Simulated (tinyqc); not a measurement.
Inside a calculation: deformation potentials from a strained empirical pseudopotential. Values are carried at full precision from step to step, so a last printed digit may differ when a step is redone from the rounded ones.

Diamond lattice, no spin-orbit coupling. Atomic form factor V(q) = a1 (q^2 - a2)/(a3 exp(a4 q^2) - 1) in rydberg with q in 1/bohr, for the unstrained cell. Under a strain e the reciprocal vectors and k go over into (1 + e)^(-1) G, the atoms sit at +/- tau with tau = (1 + e) a (1,1,1)/8 - zeta a (eyz, ezx, exy)/4, and H(G,G') = c |k + G|^2 delta + (V(q)/det(1 + e)) cos(q.tau), q = G - G', with the term q = 0 left out; c = hbar^2/2m0. The basis is fixed before straining: all G with |k + G|^2 up to 16 (2 pi/a)^2. k is given in units of 2 pi/a of the unstrained cell.

Constants: a0 (Bohr radius) = 0.5291772105 angstrom; hbar^2/2m0 = 3.80998211 eV angstrom^2; Ry = 13.60569312 eV.

Inputs chosen for the exercise (near those of Si; shifted at random, so the results belong to these values and not to a real crystal):

| symbol | value | unit | meaning |
|---|---|---|---|
| a | 5.434 | angstrom | lattice constant |
| A | (0.535, 2.172, 2.045, 0.493) |  | a1 (Ry bohr^2), a2 (1/bohr^2), a3, a4 (bohr^2) |
| h | 0.001 |  | size of the test strain |
| kD | 0.82 | 2 pi/a | position of the Delta minimum |
| zeta | 0.54 |  | internal-strain parameter |

## Form factors, unstrained and under a volume change

q^2 = n (2 pi/a)^2 a0^2 for the shells n = 3, 8, 11; for e = h 1, q^2 is divided by (1 + h)^2 and V by (1 + h)^3. Last column: the change divided by the relative change of volume, (1 + h)^3 - 1.

Form factors:

| n | q^2 (1/bohr^2) | V (Ry) | V expanded (Ry) | dV/(dVol/Vol) (Ry) |
|---|---|---|---|---|
| 3 | 1.12317 | -0.21939 | -0.21953 | -0.0494 |
| 8 | 2.99511 | 0.05537 | 0.05499 | -0.1281 |
| 11 | 4.11828 | 0.07144 | 0.07123 | -0.0689 |

## Gaps under a volume change

e = -h 1, 0, +h 1; gaps from the valence top to the s-like level at Gamma (level 8), and to level 5 at (kD,0,0) and (1/2,1/2,1/2).

Gaps (eV):

| gap | e = -h | e = 0 | e = +h |
|---|---|---|---|
| Gamma, s-like | 4.13223 | 4.10638 | 4.08053 |
| Delta | 1.00570 | 1.01403 | 1.02227 |
| L | 1.96572 | 1.96028 | 1.95480 |

## Hydrostatic deformation potentials

a = [E(+h) - E(-h)]/(3 ln((1 + h)/(1 - h))).

a of the gaps to Gamma, Delta, L (eV): -8.62  2.76  -1.82

Compression opens the Gamma gap, opens the L gap and closes the Delta gap. Only differences are defined here: the absolute shifts depend on the mean potential, which this model leaves out.

## Tetragonal strain

e = diag(-h/2, -h/2, h). Level 5 at (kD,0,0) and (0,0,kD), and levels 2 to 4 at Gamma, all from the mean of the three valence levels.

Delta x, Delta z (eV): 1.01003  1.02203

valence levels (eV): -0.00980  0.00490  0.00490

## Xu of the Delta valleys and b

For e = diag(-h/2, -h/2, h): E(Delta z) - E(Delta x) = Xu (ezz - exx), and without spin-orbit coupling E(Z) - E(X, Y) = 3 b (ezz - exx); Z is the single level, X and Y the pair.

Xu = 8.00 eV
b = -3.27 eV

Stretching along z raises the valleys on the z axis and lowers the Z valence state. One-sided differences carry an error of order h. A local potential fitted to band energies alone fixes these slopes only roughly; b tends to come out too large and Xu of L too small.

## Trigonal strain

exy = eyz = ezx = h, with the internal displacement. Level 5 at (1/2,1/2,1/2) and (1/2,-1/2,-1/2), and levels 2 to 4 at Gamma, from the mean of the three valence levels.

L [111], L [1-1-1] (eV): 1.98419  1.95229

valence levels (eV): -0.01513  0.00756  0.00756

## Xu of the L valleys and d

For the tensor strain exy = eyz = ezx = h: E(L [111]) - E(L [1-1-1]) = (8/3) Xu h, and E(single valence level) - E(pair) = 3 sqrt(3) d h. Find Xu and d.

Xu (L) = 11.96 eV
d = -4.37 eV

## Checks

- Level 5 at (kD,0,0) and (0,kD,0) under the tetragonal strain (eV): both 11.2927.

Run: tinyqc, `OMP_NUM_THREADS=1 python tinyqc.py 1851135 1851136 out.jsonl`; Intel(R) Xeon(R) Processor @ 2.30GHz, one thread, shared host; about 0.2 s of CPU time with all checks.
